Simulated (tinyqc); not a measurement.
Worked calculation: Stoner model of a band ferromagnet. Values are carried at full precision from step to step, so a last printed digit may differ when a step is redone from the rounded ones.

Density of states per atom and spin: flat with a rise to the top, D(e) = (M/W) [1 - sp + 4 sp (e/W + 1/2)^3]. Levels e -/+ I m/2 for up and down spin, m = n_up - n_down, n_up + n_down = nd. At zero temperature e(N) is the energy below which N states lie, and E(m) = sum over spins of integral e D de - I m^2/4.

Inputs chosen for the exercise:
```
symbol  value  unit  meaning
W       5.7    eV    band width, e from -W/2 to W/2
M       5            states per atom and spin
nd      6.66         electrons per atom
sp      0.25         shape parameter
I       0.78   eV    Stoner parameter
```

## The paramagnetic state and the Stoner criterion

Find EF from nd/2 states per spin, D(EF) and the product I D(EF); below 1 the susceptibility is enhanced by 1/(1 - I D).

EF = 1.5419 eV
D(EF) = 1.0592 1/eV
I D(EF) = 0.8261

The paramagnet is locally stable, with a susceptibility enhanced 5.75 times.

## Energy against moment

Tabulate the splitting that the band needs, e(n_up) - e(n_down), against I m, and E(m) - E(0), at nine moments up to saturation m_max = min(nd, 2M - nd).

Energy curve:
```
m      e(n_up) (eV)  e(n_down) (eV)  difference (eV)  I m (eV)  E - E(0) (meV)
0.000        1.5419          1.5419           0.0000    0.0000             0.0
0.417        1.7341          1.3397           0.3944    0.3256             7.2
0.835        1.9168          1.1268           0.7900    0.6513            28.8
1.252        2.0908          0.9027           1.1881    0.9769            65.3
1.670        2.2567          0.6670           1.5897    1.3026           117.2
2.087        2.4150          0.4194           1.9956    1.6282           185.4
2.505        2.5663          0.1600           2.4063    1.9539           270.9
2.922        2.7112         -0.1108           2.8220    2.2795           374.6
3.340        2.8500         -0.3925           3.2425    2.6052           497.7
```

dE/dm is half of (difference - I m), so E falls wherever I m exceeds the difference.

## The ground state

Take the lowest of E(0), the stationary points e(n_up) - e(n_down) = I m, and saturation.

m = 0.000 muB
exchange splitting I m = 0.000 eV
E - E(0) = 0.0 meV

n_up, n_down: 3.330  3.330

The ground state is not magnetic.

## Checks

- States in the band over M against 1: both 1.000000.

tinyqc: `OMP_NUM_THREADS=1 python tinyqc.py 1652146 1652147 out.jsonl`; about 0.1 s, one thread, shared Intel(R) Xeon(R) Processor @ 2.30GHz.
